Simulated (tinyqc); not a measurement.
From results back to parameters: two electrons on one impurity (helium-like model). Three cases, with inputs chosen for the exercise.

Problem. With equal orbitals the first electron is bound by Ha* Z^2/2 and the second by Ha* [(Z - 5/16)^2 - Z^2/2]. Both were computed from hidden Z and Ha*.

Case 1.

binding of the first and second electron (meV): 34.4328  14.5936

Case 2.

binding of the first and second electron (meV): 37.0609  15.7074

Case 3.

binding of the first and second electron (meV): 117.4176  49.7649

Find: (Z - 5/16)/Z; Z; Ha*.

Solution. The sum of the two over twice the first is ((Z - 5/16)/Z)^2.

Case 1.

(Z - 5/16)/Z = 0.8438
Z = 2.00
Ha* = 17.2 meV

Case 2.

(Z - 5/16)/Z = 0.8438
Z = 2.00
Ha* = 18.5 meV

Case 3.

(Z - 5/16)/Z = 0.8438
Z = 2.00
Ha* = 58.7 meV

Computed by tinyqc, one run a case: `OMP_NUM_THREADS=1 python tinyqc.py N N+1 out.jsonl` with N = 1280558, 1280604, 1280663; one thread of a shared Intel(R) Xeon(R) Processor @ 2.30GHz, about 0.04 s a run at most.
